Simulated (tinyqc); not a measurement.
Sp3 tight binding, zinc-blende lattice, step by step. Computed by tinyqc, a small Python program that keeps every step. Command: `OMP_NUM_THREADS=1 python tinyqc.py 22957 22958 out.jsonl` (the two numbers bound the seeds that draw the settings). One thread of a shared host (Intel(R) Xeon(R) Processor @ 2.60GHz), about 0.01 s of CPU time with the checks.

## Bloch Hamiltonian at k

Parameters chosen for this model: zinc-blende lattice, anion at 0, cation at a/4 (1,1,1); V = eta hbar^2 / (m d^2), hbar^2/m = 7.619964 eV angstrom^2:
```
parameter          value      unit
a               3.530000  angstrom
d               1.528535  angstrom
Es anion      -13.240000        eV
Ep anion       -6.870000        eV
Es cation     -13.240000        eV
Ep cation      -6.870000        eV
eta ss         -1.400000
eta sp          1.840000
eta pp sigma    3.240000
eta pp pi      -0.810000
V ss           -4.565941        eV
V sp            6.000951        eV
V pp sigma     10.566891        eV
V pp pi        -2.641723        eV
```

k point k (2 pi / a): 0.30000  0.34000  -0.37000

Slater-Koster rules over the four bonds with direction cosines (l, m, n): ss V_ss; s-px l V_sp; px-s -l V_sp; px-px l^2 V_pps + (1 - l^2) V_ppp; px-py l m (V_pps - V_ppp); each times exp(i k.d).

H(k) at k (eV), lower triangle (Hermitian):
```
                     a s               a px               a py              a pz
a s            -13.24000
a px             0.00000           -6.87000
a py             0.00000            0.00000           -6.87000
a pz             0.00000            0.00000            0.00000          -6.87000
c s   -11.70713+2.31729i  -3.45099+4.52632i  -2.97324+5.25363i  2.67686-5.83531i
c px    3.45099-4.52632i   4.51561-0.89381i  -3.40175+7.41550i  3.77838-6.67631i
c py    2.97324-5.25363i  -3.40175+7.41550i   4.51561-0.89381i  4.38551-5.75204i
c pz   -2.67686+5.83531i   3.77838-6.67631i   4.38551-5.75204i  4.51561-0.89381i

            c s      c px      c py      c pz
c s   -13.24000
c px    0.00000  -6.87000
c py    0.00000   0.00000  -6.87000
c pz    0.00000   0.00000   0.00000  -6.87000
```

## Levels at k

Diagonalise the Hermitian matrix.

eigenvalues (eV): -29.25410  -23.17886  -18.43264  -17.98344  2.53240  4.22353  4.66260  9.73050

weights |c|^2 of the basis functions:
```
       band 1   band 2   band 3   band 4   band 5   band 6   band 7   band 8
a s   0.39537  0.14603  0.00139  0.00084  0.37227  0.00072  0.00104  0.08234
a px  0.02870  0.13115  0.31217  0.01339  0.05398  0.02030  0.29644  0.14386
a py  0.03539  0.11704  0.15331  0.18043  0.03856  0.15870  0.17754  0.13904
a pz  0.04054  0.10578  0.03313  0.30534  0.03519  0.32028  0.02498  0.13476
c s   0.39537  0.14603  0.00139  0.00084  0.37227  0.00072  0.00104  0.08234
c px  0.02870  0.13115  0.31217  0.01339  0.05398  0.02030  0.29644  0.14386
c py  0.03539  0.11704  0.15331  0.18043  0.03856  0.15870  0.17754  0.13904
c pz  0.04054  0.10578  0.03313  0.30534  0.03519  0.32028  0.02498  0.13476
```

## Bloch Hamiltonian at X

k point X (2 pi / a): 1  0  0

As before.

H(k) at X (eV), lower triangle (Hermitian):
```
                    a s               a px               a py               a pz
a s           -13.24000
a px            0.00000           -6.87000
a py            0.00000            0.00000           -6.87000
a pz            0.00000            0.00000            0.00000           -6.87000
c s             0.00000  0.00000+13.85860i            0.00000            0.00000
c px  0.00000-13.85860i            0.00000            0.00000            0.00000
c py            0.00000            0.00000            0.00000  0.00000-17.61149i
c pz            0.00000            0.00000  0.00000-17.61149i            0.00000

            c s      c px      c py      c pz
c s   -13.24000
c px    0.00000  -6.87000
c py    0.00000   0.00000  -6.87000
c pz    0.00000   0.00000   0.00000  -6.87000
```

## Levels at X

As before.

eigenvalues (eV): -24.48149  -24.48149  -24.27488  -24.27488  4.16488  4.16488  10.74149  10.74149

## Bands along a path

The same steps at evenly spaced points between the labelled ones.

Bands along the path (eV):
```
k            band 1     band 2     band 3     band 4   band 5   band 6    band 7    band 8
L         -27.19773  -26.62768  -19.19804  -19.19804  2.13043  5.45804   5.45804  11.47499
L-G 0.25  -28.80237  -24.21430  -18.57432  -18.57432  2.36926  4.83432   4.83432  10.42741
L-G 0.50  -30.20073  -20.47700  -16.91009  -16.91009  2.76979  3.17009   3.17009   7.68794
L-G 0.75  -31.15680  -16.23562  -14.90839  -14.90839  1.16839  1.16839   1.85125   5.32117
G         -31.50376  -13.91459  -13.91459  -13.91459  0.17459  0.17459   0.17459   5.02376
G-X 0.25  -31.03062  -16.23916  -16.23916  -14.89627  0.55546  2.49916   2.49916   5.15143
G-X 0.50  -29.61762  -20.28251  -20.28251  -17.45684  1.57447  5.27999   6.54251   6.54251
G-X 0.75  -27.31380  -23.36271  -23.36271  -20.81883  2.91041  5.00222   9.62271   9.62271
X         -24.48149  -24.48149  -24.27488  -24.27488  4.16488  4.16488  10.74149  10.74149
X-W 0.25  -24.48149  -24.48149  -24.27488  -24.27488  4.16488  4.16488  10.74149  10.74149
X-W 0.50  -24.48149  -24.48149  -24.27488  -24.27488  4.16488  4.16488  10.74149  10.74149
X-W 0.75  -24.48149  -24.48149  -24.27488  -24.27488  4.16488  4.16488  10.74149  10.74149
W         -24.48149  -24.48149  -24.27488  -24.27488  4.16488  4.16488  10.74149  10.74149
```

With 4 band(s) filled, the highest filled level on these points lies at G and the lowest empty one at G: a gap of 14.0892 eV, direct.
